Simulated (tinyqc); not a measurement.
# Worked calculation: electron mobility in a silicon inversion layer, empirical terms and Matthiessen rule

Program tinyqc, `OMP_NUM_THREADS=1 python tinyqc.py 2510143 2510144 out.jsonl`; Intel Xeon 2.30GHz, shared host, one thread, about 0.01 s. Printed values are rounded.

Inversion layer of sheet density Ns on a uniformly doped body, under a high-permittivity gate with an interlayer. The mobility terms are empirical power laws with prefactors chosen for the exercise; adding their inverses (Matthiessen) is itself an approximation.

Inputs (values chosen for the exercise); material values close to those of silicon:

| symbol | value | unit | meaning |
|---|---|---|---|
| T | 300 | K | temperature |
| Eg | 1.12 | eV | band gap |
| eps_r | 11.5 |  | relative permittivity of the semiconductor |
| Nc | 2.83e19 | cm^-3 | conduction-band density of states at T |
| Nv | 2.7e19 | cm^-3 | valence-band density of states at T |
| Nb | 9.3e17 | cm^-3 | body doping |
| Vsb | 0 | V | reverse body bias |
| eta | 0.5 |  | weight of the inversion charge in the effective field |
| Cox | 1.37 | uF/cm^2 | gate capacitance |
| Ap | 427 | cm^2/(V s) | phonon-limited mobility at 1 MV/cm and 300 K |
| As | 920 | cm^2/(V s) | roughness-limited mobility at 1 MV/cm |
| gs | 2 |  | exponent of the roughness term |
| Ac | 2400 | cm^2/(V s) | Coulomb prefactor |
| Nit | 6.5e10 | cm^-2 | charge at the interface |
| Ar | 150 | cm^2/(V s) | remote-phonon mobility without interlayer |
| ti | 1.3 | nm | interlayer thickness |
| lr | 0.9 | nm | decay length of remote phonons |
| Ns | 6.1e11 | cm^-2 | inversion density |
| WL | 20 |  | ratio W/L |
| Vd | 0.02 | V | drain voltage |
| I | 4.13 | uA | measured linear current |

Constants: q = 1.602176634e-19 C, kB = 1.380649e-23 J/K, Vt = kB T/q, eps0 = 8.8541878128e-14 F/cm where lengths are in cm. Results are converted to the units shown.

## Depletion charge and effective field

ni = sqrt(Nc Nv) exp(-Eg/(2 Vt)), Eg in volts; Ndep = sqrt(2 eps0 eps_r Nb (2 Vt ln(Nb/ni) + Vsb)/q); E = q (Ndep + eta Ns)/(eps0 eps_r), in MV/cm.

ni = 1.08141e10 cm^-3
Ndep = 3.34160e12 cm^-2
E = 0.573788 MV/cm

The depletion charge gives 91.6 % of the field.

## Mobility terms and their sum

With t = T/(300 K): muC = Ac (Ns/1e12 cm^-2) t/(Nb/1e17 cm^-3 + Nit/1e11 cm^-2), muP = Ap E^(-1/3) t^(-1.75), muS = As E^(-gs), muR = Ar exp(2 ti/lr)/t; 1/mu is the sum of the inverses.

terms (cm^2/(V s)): Coulomb 147.136, phonon 513.859, roughness 2794.37, remote phonon 2696.00
mu = 105.582 cm^2/(V s)
shares of 1/mu (%): Coulomb 71.7584, phonon 20.5469, roughness 3.77839, remote phonon 3.91626

The Coulomb term limits most.

## Iteration 1: inversion density for the measured current

Ns at the start = 3.1e11 cm^-2

I = (W/L) q Ns mu Vd. E = q (Ndep + eta Ns)/(eps0 eps_r) in MV/cm. With t = T/(300 K): muC = Ac (Ns/1e12 cm^-2) t/(Nb/1e17 cm^-3 + Nit/1e11 cm^-2), muP = Ap E^(-1/3) t^(-1.75), muS = As E^(-gs), muR = Ar exp(2 ti/lr)/t; 1/mu is the sum of the inverses. Ns(new) = I/((W/L) q mu Vd).

E = 0.550186 MV/cm
mu = 62.5289 cm^2/(V s)
Ns after iteration 1 = 1.03062e12 cm^-2

## Iteration 2: inversion density for the measured current

As before.

E = 0.606880 MV/cm
mu = 147.565 cm^2/(V s)
Ns after iteration 2 = 4.36714e11 cm^-2

The value that enters this step is an overshoot, farther from the solution than the start was, so its intermediate quantities are not physical.

## Course of the iteration: inversion density for the measured current

Stop when Ns changes by less than 1e5 cm^-2, or after 120 iterations.

Course of the iteration:

| iteration | Ns (cm^-2) | \|change\| (cm^-2) |
|---|---|---|
| 1 | 1.03062e12 | 7.21e11 |
| 2 | 4.36714e11 | 5.94e11 |
| 3 | 7.82072e11 | 3.45e11 |
| 4 | 5.16077e11 | 2.66e11 |
| 5 | 6.88944e11 | 1.73e11 |
| 6 | 5.61129e11 | 1.28e11 |
| 7 | 6.47921e11 | 8.68e10 |
| 8 | 5.85187e11 | 6.27e10 |
| 9 | 6.28636e11 | 4.34e10 |
| ... | ... | ... |
| 39 | 6.10214e11 | 1.24e6 |
| 40 | 6.10213e11 | 8.78e5 |
| 41 | 6.10214e11 | 6.19e5 |
| 42 | 6.10213e11 | 4.37e5 |
| 43 | 6.10213e11 | 3.08e5 |
| 44 | 6.10213e11 | 2.17e5 |
| 45 | 6.10213e11 | 1.53e5 |
| 46 | 6.10213e11 | 1.08e5 |
| 47 | 6.10213e11 | 7.63e4 |

Converged in 47 iterations. At the end each change is about 0.71 times the one before, with alternating sign: linear convergence.

## Split C-V extraction

| point | Vg (V) | Cgc (uF/cm^2) | I (uA) |
|---|---|---|---|
| 0 | 0.1 | 0.00103879 | 8.51737e-7 |
| 1 | 0.15 | 0.00412593 | 1.34612e-5 |
| 2 | 0.2 | 0.0162785 | 2.11059e-4 |
| 3 | 0.25 | 0.0625852 | 0.00320836 |
| 4 | 0.3 | 0.219281 | 0.0435844 |
| 5 | 0.35 | 0.590965 | 0.425320 |
| 6 | 0.4 | 1.02919 | 2.24878 |
| 7 | 0.45 | 1.26479 | 6.42021 |
| 8 | 0.5 | 1.34196 | 12.3772 |
| 9 | 0.55 | 1.36285 | 19.2391 |
| 10 | 0.6 | 1.36820 | 26.4634 |
| 11 | 0.65 | 1.36955 | 33.7603 |
| 12 | 0.7 | 1.36989 | 40.9697 |

Q(Vg) is the trapezoid sum of Cgc from the first point (where Q is taken as 0); mu_eff = I/((W/L) Q Vd); mu_FE = (dI/dVg)/((W/L) Cox Vd) with a backward difference. Listed from point 4 on.

| point | Q (uC/cm^2) | mu_eff (cm^2/(V s)) | mu_FE (cm^2/(V s)) |
|---|---|---|---|
| 4 | 0.00965747 | 11.2826 | 1.47358 |
| 5 | 0.0299136 | 35.5457 | 13.9320 |
| 6 | 0.0704175 | 79.8374 | 66.5496 |
| 7 | 0.127767 | 125.624 | 152.242 |
| 8 | 0.192935 | 160.380 | 217.409 |
| 9 | 0.260556 | 184.597 | 250.435 |
| 10 | 0.328832 | 201.193 | 263.659 |
| 11 | 0.397275 | 212.449 | 266.309 |
| 12 | 0.465761 | 219.908 | 263.119 |

At the last point mu_FE is 20 % above mu_eff.
